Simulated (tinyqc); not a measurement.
Depletion-mode phase shifter in a rib waveguide and its Mach-Zehnder modulator: one step of the calculation.

A lateral p-n junction at x0 in a waveguide whose mode intensity is a Gaussian of rms width s about x = 0; p side at smaller x. Reverse bias removes carriers and raises the index. Abrupt junction, doping uniform over the whole mode, lumped electrode (no travelling-wave effects).

Question. Mach-Zehnder modulator. One arm driven from 0 to V: phase 2 pi dneff L/lam; biased at quadrature the output swings between [1 -+ sin(phase/2)]/2; extinction ratio in dB; insertion loss = loss x L.

Values chosen for this exercise:
```
symbol  value  unit                      meaning
lam      1550    nm                   wavelength
L         1.5    mm  length of the phase shifter
```

dneff = 1.3874048e-4
loss = 10.851036 dB/cm

Find: phase; extinction ratio; insertion loss.

Answer.

phase = 0.26853 pi
extinction ratio = 3.7775 dB
insertion loss = 1.6277 dB

tinyqc, about 0.01 s, one thread, Intel Xeon 2.30GHz (shared host): `OMP_NUM_THREADS=1 python tinyqc.py 2650135 2650136 out.jsonl`
